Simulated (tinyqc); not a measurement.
# Two-junction solar cell, detailed-balance limit: effects of single changes

The top cell takes all photons above E1, the bottom cell those between E2 and E1. Each cell follows J = Jsc - J0 (exp(V/Vt) - 1) with J0 = q ge Phi(gap, T)/ERE; light emitted by one cell and absorbed by the other is left out. In series both carry one current; wired apart (four terminals) each works at its own maximum power point. Efficiencies are counted against Pin = fs X sigma Ts^4.

Values chosen for this exercise:
```
symbol,value,unit,meaning
T,350,K,cell temperature
Ts,5800,K,temperature of the black-body sun
fs,2.16e-5,,share of the hemisphere filled by the sun
X,1,,concentration
ERE,1,,external radiative efficiency
ge,1,,number of faces that emit
E2,0.77,eV,gap of the bottom cell
E1,1.47,eV,gap of the top cell
```

Constants: q = 1.602176634e-19 C, kB = 1.380649e-23 J/K, h = 6.62607015e-34 J s, c = 299792458 m/s, Vt = kB T/q. Results are converted to the units shown.

Each table varies one quantity; the others keep the values above.

## Effect of the temperature of the black-body sun

Photon flux above E from a black body at temperature T into a hemisphere: Phi(E, T) = A sum_k exp(-k E/th)[E^2 th/k + 2 E th^2/k^2 + 2 th^3/k^3], k = 1, 2, ..., with th = kB T/q in eV and A = 2 pi q^3/(h^3 c^2). J1 = q fs X Phi(E1, Ts), J2 = q fs X [Phi(E2, Ts) - Phi(E1, Ts)], J01 and J02 as above; sigma = 2 pi^5 kB^4/(15 h^3 c^2). In series V(J) = Vt [ln((J1 - J)/J01 + 1) + ln((J2 - J)/J02 + 1)], and J V(J) is largest where V = J Vt [1/(J1 - J + J01) + 1/(J2 - J + J02)]. Apart, each cell has (1 + v) exp(v) = 1 + Jsc/J0 at its maximum power point, v = Vmp/Vt.

Effect of the temperature of the black-body sun:

| Ts (K) | J1 (mA/cm^2) | J2 (mA/cm^2) | series efficiency (%) | four-terminal efficiency (%) |
|---|---|---|---|---|
| 4000 | 5.6864 | 12.167 | 25.442 | 31.418 |
| 4500 | 10.882 | 17.578 | 30.840 | 34.247 |
| 5000 | 18.702 | 23.790 | 34.999 | 36.186 |
| 5500 | 29.692 | 30.683 | 37.409 | 37.416 |
| 6000 | 44.371 | 38.154 | 35.116 | 38.096 |
| 6500 | 63.240 | 46.113 | 31.520 | 38.362 |
| 7000 | 86.779 | 54.485 | 28.117 | 38.317 |
| 7500 | 115.45 | 63.208 | 25.051 | 38.046 |

Read the table: what changes, and by how much?

As Ts goes from 4000 to 7500 K, the series efficiency goes from 25.4 through a maximum of 37.4 (at Ts = 5500 K among the rows listed) to 25.1 %, and the four-terminal one goes from 31.4 through a maximum of 38.4 (at Ts = 6500 K among the rows listed) to 38.0 %. Among the rows the two lie closest, 0.0067 points apart, at Ts = 5500 K, where J1/J2 = 0.968; the spread over the rows is 12.4 points in series and 6.94 apart. Current matching makes the series cell the more sensitive one. For Ts = 6000 to 7500 K the top cell has surplus current and is radiative, so luminescent coupling, left out here, would help the series cell.

## Effect of the concentration

Same model as above.

Effect of the concentration:

| X | J1 (mA/cm^2) | J2 (mA/cm^2) | series efficiency (%) | four-terminal efficiency (%) |
|---|---|---|---|---|
| 1 | 38.02 | 35.10 | 36.46 | 37.88 |
| 3 | 114.1 | 105.3 | 38.10 | 39.55 |
| 10 | 380.2 | 351.0 | 39.89 | 41.38 |
| 30 | 1141 | 1053 | 41.54 | 43.06 |
| 100 | 3802 | 3510 | 43.34 | 44.90 |
| 300 | 1.141e4 | 1.053e4 | 44.98 | 46.58 |

What does the comparison show?

As X goes from 1 to 300, the series efficiency rises from 36.5 to 45.0 %, and the four-terminal one rises from 37.9 to 46.6 %. Among the rows the two lie closest, 1.4 points apart, at X = 1, where J1/J2 = 1.08; the spread over the rows is 8.52 points in series and 8.70 apart. For X = 30 to 300 the open-circuit voltage of the bottom cell lies within 6 Vt of its gap, where the Boltzmann form begins to fail.

## Effect of the gap of the top cell

Same model as above.

Effect of the gap of the top cell:

| E1 (eV) | J1 (mA/cm^2) | J2 (mA/cm^2) | series efficiency (%) | four-terminal efficiency (%) |
|---|---|---|---|---|
| 1.11 | 54.762 | 18.365 | 15.270 | 32.625 |
| 1.22 | 49.266 | 23.861 | 21.550 | 34.895 |
| 1.33 | 44.093 | 29.034 | 28.181 | 36.554 |
| 1.45 | 38.855 | 34.273 | 35.379 | 37.740 |
| 1.56 | 34.442 | 38.685 | 38.077 | 38.331 |
| 1.67 | 30.405 | 42.722 | 36.437 | 38.521 |
| 1.78 | 26.739 | 46.388 | 34.240 | 38.380 |
| 1.9 | 23.148 | 49.979 | 31.628 | 37.926 |
| 2.01 | 20.211 | 52.916 | 29.172 | 37.299 |

What does the table show?

As E1 goes from 1.11 to 2.01 eV, the series efficiency goes from 15.3 through a maximum of 38.1 (at E1 = 1.56 eV among the rows listed) to 29.2 %, and the four-terminal one goes from 32.6 through a maximum of 38.5 (at E1 = 1.67 eV among the rows listed) to 37.3 %. Among the rows the two lie closest, 0.25 points apart, at E1 = 1.56 eV, where J1/J2 = 0.890; the spread over the rows is 22.8 points in series and 5.90 apart. Current matching makes the series cell the more sensitive one. For E1 = 1.11 to 1.33 eV the top cell has surplus current and is radiative, so luminescent coupling, left out here, would help the series cell.

Numbers from tinyqc (`OMP_NUM_THREADS=1 python tinyqc.py 2820015 2820016 out.jsonl`; about 0.01 s on one thread of a shared Intel Xeon 2.30GHz).
